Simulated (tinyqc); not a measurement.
# Inputs raised by 10 %, one at a time

Model: longitudinal sound in a periodic multilayer: transfer matrices, stop bands and folded phonons. Computed by tinyqc, a small Python program. Command: `OMP_NUM_THREADS=1 python tinyqc.py 3015029 3015030 out.jsonl multilayer sens`. One thread of a shared host (Intel(R) Xeon(R) Processor @ 2.30GHz), about 0.03 s of CPU time with the checks.

Layers 1 and 2 repeat with period d = d_1 + d_2; waves travel normal to the layers, without loss. State vector (u, s): displacement u and stress divided by omega. Impedances Z = rho v are in 1e6 kg/(m^2 s).

Inputs (values chosen for the exercise, modelled on silica (layer 1), hafnia (layer 2) and gallium arsenide (substrate)):
```
quantity                    value    unit
density rho_1                 2.2  g/cm^3
velocity v_1                 6050     m/s
thickness d_1                  24      nm
density rho_2                9.76  g/cm^3
velocity v_2                 5470     m/s
thickness d_2                22.1      nm
substrate density            5.37  g/cm^3
substrate velocity           4640     m/s
periods N                       2       -
optical wave vector q d/pi   0.22       -
```

Method:
- Z = rho v; interface reflection r = (Z_2 - Z_1)/(Z_2 + Z_1) (stress amplitude, from 1 into 2); Bragg frequency f_B = 1/[2 (d_1/v_1 + d_2/v_2)]; long-wave velocity v_eff = d/sqrt[(d_1/v_1)^2 + (d_2/v_2)^2 + (Z_1/Z_2 + Z_2/Z_1)(d_1/v_1)(d_2/v_2)].
- A layer maps (u, s) by [[cos p, sin p/Z], [-Z sin p, cos p]], p = 2 pi f d_i/v_i; one period is M = M_2 M_1, and cos(q d) = trace(M)/2.
- For N periods A = M^N. A wave comes from a thick layer of material 1 and leaves into the substrate (Z_s): transmitted power T = 4 Z_1 Z_s/|Z_1 A_22 + Z_s A_11 - i (Z_1 Z_s A_12 - A_21)|^2, reflected power R = 1 - T.
- Gap m contains m f_B; its edges, where trace(M)/2 = (-1)^m, are found by root search. Weak-contrast estimate of the width: (4 f_B/pi) |r sin(m pi a)|, a = (d_1/v_1)/(d_1/v_1 + d_2/v_2).
- Light transfers the wave vector q. Solve trace(M)/2 = cos(q d) on the first branch (Brillouin line) and on the two branches around 2 f_B (first folded doublet); 1/cm = 29.9792458 GHz.

Runs; columns: (1) input moved; (2) from; (3) to; (4) Bragg frequency f_B (GHz); (5) width/f_B (%); (6) long-wave velocity v_eff (m/s); (7) centre of the doublet (1/cm):
```
(1)                          (2)     (3)    (4)    (5)   (6)    (7)
base run                       -       -  62.44  82.06  4602  4.166
density rho_1 (g/cm^3)       2.2    2.42  62.44  77.14  4732  4.166
velocity v_1 (m/s)          6050    6655  65.39  76.75  4958  4.367
thickness d_1 (nm)            24    26.4  59.50  81.87  4614  3.971
density rho_2 (g/cm^3)      9.76  10.736  62.44  86.84  4469  4.166
velocity v_2 (m/s)          5470    6017  65.45  86.63  4685  4.369
thickness d_2 (nm)          22.1   24.31  59.44  81.63  4594  3.971
substrate density (g/cm^3)  5.37   5.907  62.44  82.06  4602  4.166
```

Exponents ln(y'/y) / ln(x'/x):
```
input              Bragg frequency f_B  width/f_B  long-wave velocity v_eff  centre of the doublet
density rho_1                    0.000     -0.648                     0.293                  0.000
velocity v_1                     0.484     -0.702                     0.782                  0.495
thickness d_1                   -0.507     -0.025                     0.028                 -0.502
density rho_2                    0.000      0.594                    -0.308                  0.000
velocity v_2                     0.493      0.568                     0.188                  0.499
thickness d_2                   -0.516     -0.055                    -0.019                 -0.504
substrate density                0.000      0.000                     0.000                  0.000
```

Which inputs matter most for each result?

Among the inputs moved here: Bragg frequency f_B answers most in size to thickness d_2 (exponent -0.516), and about equally to thickness d_1 (-0.507); its exponent is below 0.0005 for density rho_1, density rho_2, substrate density. Its exponent 0.000 in density rho_1: f_B depends on transit times alone. Its exponent 0.000 in density rho_2: f_B depends on transit times alone. width/f_B answers most in size to velocity v_1 (exponent -0.702), next to density rho_1 (-0.648); its exponent is below 0.0005 for substrate density. Its exponent 0.000 in substrate density: the bands belong to the infinite stack. Long-wave velocity v_eff answers most in size to velocity v_1 (exponent +0.782), next to density rho_2 (-0.308); its exponent is below 0.0005 for substrate density. Centre of the doublet answers most in size to thickness d_2 (exponent -0.504), and about equally to thickness d_1 (-0.502), velocity v_2 (+0.499), velocity v_1 (+0.495); its exponent is below 0.0005 for density rho_1, density rho_2, substrate density.
